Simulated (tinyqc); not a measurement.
Thermionic-field emission through a Schottky barrier, WKB: one step of the calculation.

Metal on an n-type semiconductor with one parabolic valley; V > 0 is forward bias (metal positive). Energies E are counted from the conduction edge of the neutral semiconductor, whose Fermi level lies at -xi; that of the metal lies at -xi - V. The barrier is a parabola of height Vd = phi - xi - V (depletion approximation, no image force).

Problem. Fermi level, barrier and E00. Nc = 2 (2 pi me m0 kB T/h^2)^1.5 (times 1e-6 for cm^-3); Nd = Nc F12(-xi/Vt), F12(x) = (2/sqrt(pi)) int_0^infinity sqrt(u)/(1 + exp(u - x)) du; E00 = (hbar/2) sqrt(Nd/(me m0 eps0 eps_r)) in SI units (volts). W = sqrt(2 eps0 eps_r Vd/(q Nd)).

Parameters, values chosen for the exercise; band and dielectric values close to those of cadmium telluride: temperature T = 350 K; electron mass me = 0.101 m0; relative permittivity eps_r = 10; barrier height seen from the metal phi = 1.04 eV; donor density Nd = 4.1e17 cm^-3; bias V = 0.35 V.

Constants: q = 1.602176634e-19 C, kB = 1.380649e-23 J/K, hbar = 1.054571817e-34 J s, h = 6.62607015e-34 J s, m0 = 9.1093837015e-31 kg, Vt = kB T/q, eps0 = 8.8541878128e-14 F/cm where lengths are in cm. Results are converted to the units shown.

Give: Nc; xi; Vd; W; E00; E00/Vt.

Solution.

Nc = 1.015e18 cm^-3
xi = 0.02306 eV
Vd = 0.6669 V
W = 42.40 nm
E00 = 11.83 meV
E00/Vt = 0.3922

By a common rule of thumb, E00/Vt below 0.5 marks thermionic emission, 0.5 to 5 thermionic-field emission and above 5 field emission. By that rule alone: thermionic emission; with a high barrier, tunnelling near its top can carry most of the current even below 0.5.

Range of the model: The depletion approximation, a parabolic band and the neglect of image-force lowering make these currents estimates at high doping.

Program tinyqc, `OMP_NUM_THREADS=1 python tinyqc.py 2640034 2640035 out.jsonl`; Intel Xeon 2.30GHz, shared host, one thread, about 0.03 s.
